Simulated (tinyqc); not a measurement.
Layer against dose: implant damage, amorphisation by cascade overlap, and solid-phase epitaxial regrowth. Computed by tinyqc, a small Python program. Command: `OMP_NUM_THREADS=1 python tinyqc.py 3111297 3111298 out.jsonl sper walk`. One thread of a shared host (Intel(R) Xeon(R) Processor @ 2.30GHz), about 0.01 s of CPU time with the checks.

Range and width of the damage are inputs. Dynamic annealing enters only through the surviving share f.

Inputs (values chosen for the exercise, modelled on silicon ions in silicon): atomic density N = 49.9 1/nm^3; ion Z1 = 14; ion mass M1 = 28 u; target Z2 = 14; target mass M2 = 28.09 u; ion energy E = 24 keV; displacement energy E_d = 15 eV; depth of the damage peak R_d = 27 nm; width of the damage profile s_d = 14 nm; share of defects that survive f = 0.81; critical displaced share x_c = 0.11; dose Q = 1.1e+14 1/cm^2.

Constants: a_0 = 0.529177210903 angstrom; e^2/(4 pi eps_0) = 14.39964548 eV angstrom.

Method. Robinson partition: eps = E a M2/(Z1 Z2 (e^2/(4 pi eps_0)) (M1 + M2)), a = 0.8853 a_0/sqrt(Z1^(2/3) + Z2^(2/3)); k = 0.0793 Z1^(2/3) Z2^(1/2) (M1 + M2)^(3/2)/((Z1^(2/3) + Z2^(2/3))^(3/4) M1^(3/2) M2^(1/2)); damage energy T_d = E/(1 + k (eps + 0.40244 eps^(3/4) + 3.4008 eps^(1/6))); displacements nu = 0.8 T_d/(2 E_d). Displaced share x(z) = f nu Q exp(-(z - R_d)^2/(2 s_d^2))/(sqrt(2 pi) s_d N); the layer is amorphous where x > x_c, between R_d -/+ s_d sqrt(2 ln(x_max/x_c)), the upper edge being cut at the surface. Threshold dose Q_c = Q x_c/x_max.

threshold dose Q_c = 5.87446e+13 1/cm^2

displacements per ion nu = 404.817

Dose series; the last column is f nu Q erfc((z2 - R_d)/(sqrt2 s_d))/2:
```
Q (1/cm^2)   x_max  upper edge (nm)  lower edge (nm)  displaced atoms beyond z2 (1/cm^2)
6.46e+13    0.1210           20.897           33.103                          7.0208e+15
8.81e+13    0.1650           14.396           39.604                          5.3148e+15
1.47e+14    0.2753            8.038           45.962                          4.2321e+15
2.35e+14    0.4400            3.688           50.312                          3.6941e+15
4.11e+14    0.7696            0.000           54.615                          3.2716e+15
7.05e+14    1.3201            0.000           58.211                          2.9810e+15
1.47e+15    2.7526            0.000           62.527                          2.6897e+15
2.94e+15    5.5052            0.000           66.165                          2.4825e+15
```

What follows from these numbers?

A dose 46 times larger moves the lower edge from 33.1 to 66.2 nm, as the root of a logarithm, and the damage beyond it falls by a factor 2.8, since the edge lies on an ever steeper tail. The layer reaches the surface at Q_c exp(R_d^2/(2 s_d^2)) = 3.77e14 per cm^2.
